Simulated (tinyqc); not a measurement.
# Input admittance of a MOSFET at zero drain bias: distributed channel and distributed gate: what changes with what

Source and drain grounded, strong inversion, w = 2 pi f, Cox = eps0 eox/tox. The channel is an RC line of resistance 1/(mu Cox Vo) per square fed from both ends, so one finger has the intrinsic admittance y = i w Cox L tanh(g)/g per width, g = (1/2) sqrt(i w tau), tau = L^2/(mu Vo). The vertical resistance rv/L is in series with y, the overlaps 2 i w Cov in parallel: y_t = 1/(1/y + rv/L) + 2 i w Cov. The gate strip is a line of Rsh/L per length loaded by y_t, so a finger has Y = y_t Wf tanh(k)/k, k = (Wf/sd) sqrt(y_t Rsh/L); the device has Nf Y.

Inputs (values chosen for the exercise); values of the order met in silicon radio-frequency transistors: relative permittivity of the gate insulator (close to zirconium oxide) eox = 25.3; insulator thickness tox = 6.6 nm; channel length L = 0.09 um; finger width Wf = 0.71 um; number of fingers Nf = 64; channel mobility mu = 270 cm^2/(V s); gate overdrive Vo = 0.26 V; sheet resistance of the gate Rsh = 14 ohm/square; vertical resistivity of the gate stack rv = 4.4 ohm um^2; number of ends at which a finger is contacted sd = 2; overlap and fringe capacitance on each side Cov = 0.21 fF/um; frequency f = 81 GHz.

Constants: eps0 = 8.8541878128e-14 F/cm where lengths are in cm. Results are converted to the units shown.

Each table varies one quantity; the others keep the values above.

## Input impedance against frequency

Low-frequency limits, with c = Cox L and ct = c + 2 Cov: R_strip = Rsh Wf/(3 sd^2 L Nf), R_ch = (c/ct)^2 L/(12 mu Cox Vo Wf Nf), R_vert = (c/ct)^2 rv/(L Wf Nf), C = ct Wf Nf. Z = 1/(Nf Y) = R + 1/(i w C), Q = |Im Z|/R, far-point signal |1/cosh k|.

The same in every row: low-frequency R (ohm) = 1.5107.

Results:
```
f (GHz)      w tau       |k|  R (ohm)  C (fF)       Q  signal at the far point
0.8      0.0057999  0.018504   1.5107  157.89  834.05                   1.0000
2         0.014500  0.029257   1.5107  157.89  333.62                   1.0000
4         0.028999  0.041376   1.5107  157.89  166.81                   1.0000
7         0.050749  0.054734   1.5107  157.89  95.322                  0.99999
30         0.21749   0.11325   1.5106  157.84  22.249                  0.99973
70         0.50749   0.17257   1.5103  157.64  9.5498                  0.99852
100        0.72498   0.20562   1.5098  157.39  6.6977                  0.99703
300         2.1749   0.34086   1.5029  153.49  2.2998                  0.97818
```

Estimate the missing row, f = 20 GHz.

Computed row:
```
f (GHz)    w tau       |k|  R (ohm)  C (fF)       Q  signal at the far point
20       0.14500  0.092497   1.5107  157.87  33.367                  0.99988
```

With this row back in the table: R falls from 1.51 to 1.50 ohm and C falls from 158 to 153 fF. Q goes as f^(-1.00) between the first two rows and f^(-0.97) between the last two, where w tau = 2.17 and |k| = 0.341. The low-frequency limits hold both R and C within 5 % up to f = 300 GHz among the rows.

## Dividing a fixed width into fingers

Total width Wf Nf = 45 um; each finger also has a contact resistance Rc at each contacted end, which adds Rc/(sd Nf). The resistances are low-frequency limits, good while |k| is below about 1; the far-point signal is |1/cosh k| at f, without Rc.

The same in every row: R_ch + R_vert (ohm) = 1.3803.

Dividing a fixed width into fingers:
```
Nf   Wf (um)  R_strip (ohm)  Rc/(sd Nf) for Rc = 30 ohm (ohm)  sum (ohm)  signal at the far point
1     45.000         583.33                            15.000     599.71                3.1631e-4
2     22.500         145.83                            7.5000     154.71                 0.025152
4     11.250         36.458                            3.7500     41.589                  0.22630
8     5.6250         9.1146                            1.8750     12.370                  0.69555
16    2.8125         2.2786                           0.93750     4.5964                  0.94980
32    1.4062        0.56966                           0.46875     2.4187                  0.99123
64   0.70312        0.14242                           0.23438     1.7571                  0.99807
128  0.35156       0.035604                           0.11719     1.5331                  0.99954
```

R_strip falls as 1/Nf^2, from 583 to 0.0356 ohm, the contact term as 1/Nf, and R_ch + R_vert stays at 1.38 ohm since the total width is fixed. The sum is within a factor 1.5 of that floor from Nf = 64 on. More fingers add wiring capacitance, which is left out.

tinyqc, about 0.01 s, one thread, Intel Xeon 2.30GHz (shared host): `OMP_NUM_THREADS=1 python tinyqc.py 2262038 2262039 out.jsonl`
